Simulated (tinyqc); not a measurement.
Inside a calculation. Model: inversion-layer mobility, back-scattering and ballistic limit of a field-effect transistor. Computed by tinyqc, a small Python program that keeps every step. Command: `OMP_NUM_THREADS=1 python tinyqc.py 3019015 3019016 out.jsonl mos walk`. One thread of a shared host (Intel(R) Xeon(R) Processor @ 2.30GHz), about 0.01 s of CPU time with the checks. Intermediate numbers are printed to about 5 digits and carried at full precision; extremes and crossings named in words are read from the listed rows.

The charge at the top of the source barrier is fixed by the gate; series resistance and short-channel effects are left out. F_j are Fermi integrals normalised to exp(eta) in the classical limit.

Inputs (values chosen for the exercise, modelled on a silicon p-channel):
```
quantity,value,unit
transport mass m,0.31,m_0
valley degeneracy g_v,1,-
weight w of the inversion charge,0.333,-
permittivity eps,11.7,-
"phonon mobility at 1 MV/cm and 300 K, mu_ph",100,cm^2/(V s)
"roughness mobility at 1 MV/cm, mu_sr",120,cm^2/(V s)
"Coulomb mobility at N_inv = 1e12/cm^2, mu_C",280,cm^2/(V s)
electrical oxide thickness t_inv,2.6,nm
depletion charge N_dep,2e+11,1/cm^2
gate overdrive V_G - V_T,0.54,V
drain voltage V_D,0.05,V
channel length L,750,nm
exponent a of the critical length,0.67,-
temperature T,300,K
```

Statistics at the top of the barrier: Fermi-Dirac.

Constants: eps_0 = 8.8541878128e-12 F/m; e = 1.602176634e-19 C; m_0 = 9.1093837015e-31 kg; k_B = 1.380649e-23 J/K; hbar = 1.054571817e-34 J s; k_B = 8.617333262e-05 eV/K.

## Charge and field

N_inv = 3.9 eps_0 (V_G - V_T)/(e t_inv); effective field E_eff = e (N_dep + w N_inv)/(eps eps_0).

inversion density N_inv = 4.4763e+12 1/cm^2

effective field E_eff = 0.26147 MV/cm

## Effective mobility

mu_phonon = mu_ph (E_eff/1 MV/cm)^(-0.3) (T/300 K)^(-1.75); mu_rough = mu_sr (E_eff/1 MV/cm)^(-2); mu_Coulomb = mu_C (N_inv/1e12 cm^-2) (T/300 K); Matthiessen's rule adds 1/mu.

phonon part = 149.55 cm^2/(V s)

roughness part = 1755.2 cm^2/(V s)

Coulomb part = 1253.4 cm^2/(V s)

effective mobility mu = 124.15 cm^2/(V s)

The phonon part is the lowest and holds 83 % of 1/mu.

## Ballistic limit

F_j(eta) = (1/Gamma(j + 1)) int_0^infinity x^j/(1 + exp(x - eta)) dx, F_0 = ln(1 + exp(eta)). Integrals over x = E/(k_B T) use 160 Gauss-Legendre points in u = sqrt(x) from 0 to sqrt(max(eta, 0) + 32). Ballistic channel: N_2D = g_v m k_B T/(pi hbar^2), U = e V_D/(k_B T); eta_F solves N_inv = (N_2D/2)[F_0(eta_F) + F_0(eta_F - U)]; v_T = sqrt(2 k_B T/(pi m)); I/W = e (N_2D/2) v_T [F_1/2(eta_F) - F_1/2(eta_F - U)]; injection velocity v_T F_1/2(eta_F)/F_0(eta_F).

N_2D = 3.3478e+12 1/cm^2

eta_F = 1.8695

thermal velocity v_T = 0.96631 1e7 cm/s

injection velocity = 1.2655 1e7 cm/s

ballistic current I/W = 494.80 microampere/micrometre

Degeneracy raises the injection velocity by a factor 1.31.

## Back-scattering

Mean free path lambda = (2 k_B T/e)(mu/v_T) F_0(eta_0)/F_-1/2(eta_0), with eta_0 from N_inv = N_2D F_0(eta_0); critical length l = L (1 + U)^(-a), an empirical rule; back-scattering r = l/(l + lambda). Then eta solves N_inv = (N_2D/2)[(1 + r) F_0(eta) + (1 - r) F_0(eta - U)] and I/W = e (N_2D/2) v_T (1 - r)[F_1/2(eta) - F_1/2(eta - U)]. Ballistic ratio: I over the ballistic current. Apparent mobility 1/(1/mu + 1/mu_B), mu_B = mu L/lambda.

eta_0 = 1.0325

mean free path lambda = 8.5283 nm

critical length l = 364.63 nm

back-scattering coefficient r = 0.97715

current I/W = 7.4779 microampere/micrometre

ballistic ratio = 0.015113

apparent low-field mobility = 122.76 cm^2/(V s)

L/lambda = 87.94, but at this drain voltage only the first 365 nm can return a carrier to the source, so the device works at 2 % of its ballistic limit.

## Channel length

The last column is the long-channel law e N_inv mu V/L with V = V_D - V_D^2/(2 V_ov) below pinch-off and V_ov/2 above, V_ov = V_G - V_T.

Currents (microampere/micrometre):
```
L (nm),r,I/W,ballistic ratio,long-channel law
5,0.22181,349.52,0.70639,849.20
10,0.36309,269.00,0.54366,424.60
20,0.53274,183.46,0.37079,212.30
40,0.69515,111.79,0.22593,106.15
80,0.82016,62.65,0.12661,53.07
160,0.90120,33.32,0.06733,26.54
400,0.95799,13.85,0.02799,10.61
1000,0.98276,5.63,0.01137,4.25
```

The current scales as L^-0.98 at the long end and as L^-0.38 at the short end, where it reaches 71 % of the ballistic 495. The long-channel law passes the ballistic limit between 5.00 and 10.0 nm and has no meaning below. At 1000 nm the model gives 1.33 times the long-channel law; the rule for l is a fit for short devices and fails wherever the model exceeds that law. Raising mu by 10 % at 20 nm raises I by 6.2 %.

## The mobility curve

The formulas are those given above.

Mobilities (cm^2/(V s)):
```
V_G - V_T (V),N_inv (1/cm^2),E_eff (MV/cm),phonon,roughness,Coulomb,total
0.03,2.4869e+11,0.04374,255.70,62724,69.6,54.68
0.06,4.9737e+11,0.05655,236.74,37528,139.3,87.48
0.12,9.9474e+11,0.08216,211.64,17776,278.5,119.45
0.20,1.6579e+12,0.11632,190.68,8869,464.2,133.13
0.35,2.9013e+12,0.18035,167.17,3689,812.4,133.62
0.50,4.1448e+12,0.24439,152.61,2009,1160.5,126.39
0.75,6.2171e+12,0.35112,136.89,973,1740.8,112.27
1.00,8.2895e+12,0.45785,126.41,572,2321.1,99.12
1.50,1.2434e+13,0.67132,112.70,266,3481.6,77.42
```

The lowest part is Coulomb from 0.0300 to 0.0600, phonon from 0.120 to 1.50 V. The total peaks at 134 near E_eff = 0.18 MV/cm: screening lifts it at low density and the field presses it down at high density.

Checks made by the program: long channel and small V_D against the drift formula e N mu V_D/L (relative difference 2e-04).
